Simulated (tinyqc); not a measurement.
Width of the well: polar nitride quantum well with polarisation fields.

Growth along [0001]. e_par = (a_sub - a)/a, Ppz = 2 e_par (e31 - e33 C13/C33), P = Psp + Ppz in each layer; strain relaxation and the strain shift of the gaps are left out, although thick layers with more than about 1 % mismatch would relax.

In a periodic stack without free charge the potential drop over a period vanishes: F_w = (P_b - P_w) Lb/(eps0 (eps_w Lb + eps_b Lw)), F_b = -F_w Lw/Lb, eps0 = 8.8541878e-12 F/m; 1 MV/cm = 1e8 V/m = 0.01 V/angstrom.

Envelope functions on cells of 0.25 angstrom over barrier, well, barrier (widths Lb, Lw, Lb), psi = 0 beyond, psi'/m continuous (mean mass between points), c = hbar^2/2m0. With u(z) the integral of e F (F_w in the well, F_b = -F_w Lw/Lb in the barriers, 1 MV/cm = 0.01 V/angstrom), zero at the centre of the well, the electron sees u plus Vc in the barriers and the hole -u plus Vv. The transition is Eg + E_e + E_h; excitons are left out.

Constants: hbar^2/2m0 = 3.80998211 eV angstrom^2; hc = 1239.841984 eV nm.

Inputs chosen for the exercise (near those of a GaN well in AlGaN; shifted at random, so the results belong to these values and not to a real crystal): a_w = 3.189 angstrom (lattice constant a, well); a_b = 3.144 angstrom (lattice constant a, barrier); a_sub = 3.189 angstrom (in-plane lattice constant of the stack); Psp_w = -0.0353 C/m^2 (spontaneous polarisation); Psp_b = -0.0599 C/m^2 (spontaneous polarisation); e31_w = -0.344 C/m^2; e31_b = -0.464 C/m^2; e33_w = 0.655 C/m^2; e33_b = 1.115 C/m^2; C_w = 0.262 (C13/C33); C_b = 0.286 (C13/C33); eps_w = 10.2 (dielectric constant); eps_b = 10.1 (dielectric constant); Lb = 80 angstrom (barrier width); Eg = 3.44 eV (gap of the well); Vc = 0.976 eV (conduction offset); Vv = 0.459 eV (valence offset); me = 0.2 m0 (electron, well); meb = 0.271 m0 (electron, barrier); mh = 1.62 m0 (hole, everywhere); Ls = (10, 15, 20, 25, 30, 40, 50) angstrom (well widths).

Field, levels and overlap anew for each width.

Results:
```
Lw (angstrom),F_w (MV/cm),E (eV),E without field (eV),overlap^2,ln overlap^2
10,-4.632,3.9128,3.9862,0.704,-0.35
15,-4.390,3.6317,3.7892,0.441,-0.82
20,-4.172,3.4164,3.6815,0.204,-1.59
25,-3.975,3.2330,3.6167,0.0740,-2.60
30,-3.796,3.0689,3.5749,0.0216,-3.83
40,-3.482,2.7813,3.5259,0.00112,-6.79
50,-3.215,2.5362,3.4995,3.59e-05,-10.23
```

What does the comparison show, and why?

The red shift grows from 73 to 963 meV. The line drops below Eg between 15 and 20 angstrom, which a square well can never do. Over the last two rows dE/dLw = -24.5 meV per angstrom, against -|e F_w| = -32.2 in the last row; the field itself weakens by 31 % over the table, since a wider well shares the drop with the barrier. The overlap falls by a factor 1.96e+04.

Program tinyqc; command `OMP_NUM_THREADS=1 python tinyqc.py 1281953 1281954 out.jsonl`; about 0.1 s on one thread of a shared Intel(R) Xeon(R) Processor @ 2.30GHz.
